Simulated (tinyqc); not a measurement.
Capacitance of parallel on-chip lines from Laplace's equation on a mesh: one step of the calculation.

Cross-section of an endless row of equal lines between two grounded planes; neighbours are driven in antiphase (+1 V and -1 V), so the plane midway between two lines is at 0 V. By symmetry one quarter is solved: x runs from the centre of a line (column 0, mirror) to that midplane (column 4, 0 V), y from the mid-height of the line (row 0, mirror) to the ground plane (row 3, 0 V). The line fills columns 0 to 1 and rows 0 to 1 at 1 V. Cells beside the line (below row 1) have e2, cells above have e1. Each link between nodes has the conductance g = mean permittivity of the two cells beside it (a cell beyond a mirror counts as 0), and the free nodes obey sum g (V_neighbour - V) = 0.

Question. Relaxation sweep. One sweep visits the free nodes row by row from row 0, left to right, and replaces V by V + om (weighted mean of the neighbours - V), using new values at once.

Values chosen for this exercise:
```
symbol,value,unit,meaning
om,1.4,,over-relaxation factor
```

V at the start (V):
```
       col 0  col 1  col 2  col 3  col 4
row 0      1      1      0      0      0
row 1      1      1      0      0      0
row 2      0      0      0      0      0
row 3      0      0      0      0      0
```

gx:
```
       col 0  col 1  col 2  col 3
row 0      1      1      1      1
row 1    3.1    3.1    3.1    3.1
row 2    4.2    4.2    4.2    4.2
row 3    2.1    2.1    2.1    2.1
```

gy:
```
       col 0  col 1  col 2  col 3  col 4
row 0      1      2      2      2      1
row 1    2.1    4.2    4.2    4.2    2.1
row 2    2.1    4.2    4.2    4.2    2.1
```

Wanted: V after sweep 1.

Answer.

V after sweep 1 (V):
```
        col 0   col 1   col 2   col 3   col 4
row 0  1.0000  1.0000  0.3500  0.1225  0.0000
row 1  1.0000  1.0000  0.4290  0.1778  0.0000
row 2  0.3500  0.4725  0.3155  0.1727  0.0000
row 3  0.0000  0.0000  0.0000  0.0000  0.0000
```

Program tinyqc, `OMP_NUM_THREADS=1 python tinyqc.py 2790128 2790129 out.jsonl`; Intel Xeon 2.30GHz, shared host, one thread, about 0.7 s.
